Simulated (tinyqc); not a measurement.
# Which input was changed?

Model: electromigration in a confined line: Blech product, Korhonen stress evolution and Black's law. Computed by tinyqc, a small Python program. Command: `OMP_NUM_THREADS=1 python tinyqc.py 3027454 3027455 out.jsonl emigr which`. One thread of a shared host (Intel(R) Xeon(R) Processor @ 2.30GHz), about 0.03 s of CPU time with the checks.

The electron wind pushes atoms from the cathode (x = 0) to the anode (x = L); blocking ends build a back stress (tension positive). The input rho is taken not to change with temperature. d sigma/dt = d/dx [kappa (d sigma/dx + G)], with zero flux at both ends and sigma = 0 at t = 0.

Inputs (values chosen for the exercise, close to those used for cobalt lines):
```
quantity                              value          unit
resistivity rho                        11.9  micro-ohm cm
atomic volume Omega                    11.1    angstrom^3
effective charge number Z*              1.9             -
prefactor D0                        1.3e-06         m^2/s
activation energy E                    1.31            eV
effective modulus B                      57           GPa
critical stress sigma_c                 510           MPa
current density j                         5       MA/cm^2
line length L                           140            um
test temperature T                      310             C
time as a fraction of L^2/kappa, s     0.12             -
```

Start: stress-free.

Constants: e = 1.602176634e-19 C; k_B = 8.617333262e-05 eV/K; k_B = 1.380649e-23 J/K.

Method:
- G = Z* e rho j/Omega; D = D0 exp(-E/(k_B T)); kappa = D B Omega/(k_B T); drift velocity of an unconfined line v = D Z* e rho j/(k_B T). SI: 1 micro-ohm cm = 1e-8 ohm m, 1 MA/cm^2 = 1e10 A/m^2.
- Temperatures in kelvin are T(C) + 273.15.
- At steady state sigma(x) = G (L/2 - x). A void forms only if the cathode stress reaches sigma_c, that is if j L exceeds (j L)_c = 2 Omega (sigma_c)/(Z* e rho). Time scale tau = L^2/kappa.
- sigma(x, t) = G L [1/2 - x/L - 4 sum_(m odd) cos(m pi x/L) exp(-m^2 pi^2 s)/(m pi)^2], s = t/tau, summed to m = 399.
- The terms at x = 0 are 4 exp(-m^2 pi^2 s)/(m pi)^2; tau = L^2/kappa.

Problem. One of these inputs alone was changed, within the range given: effective charge number Z* (0.95 to 3.8); activation energy E (0.655 to 1.8); effective modulus B (28.5 to 114); critical stress sigma_c (255 to 1020). Which one, and to what value?

Results:
```
run     critical product (j L)_c (A/cm)  cathode stress at time s (MPa)  drift velocity (nm/h)
before                         3125.447                        8589.719               5.022306
after                          2843.544                        8589.719               5.022306
```

Solution.

Each candidate set to reproduce critical product (j L)_c, and what it then gives:
```
candidate                      range searched  value needed  cathode stress at time s (MPa)  drift velocity (nm/h)
effective charge number Z*        0.95 to 3.8         2.088                          9441.3                 5.5202
activation energy E (eV)         0.655 to 1.8     no effect                               -                      -
effective modulus B (GPa)         28.5 to 114     no effect                               -                      -
critical stress sigma_c (MPa)     255 to 1020         464.0                          8589.7                 5.0223
```

Only critical stress sigma_c fits every result: it went from 510 to 464 MPa. The next best candidate, effective charge number Z*, misses one result by 9.9 %.

Caution: the stress exceeds sigma_c: a void would already have formed and relaxed it, so the value is formal.
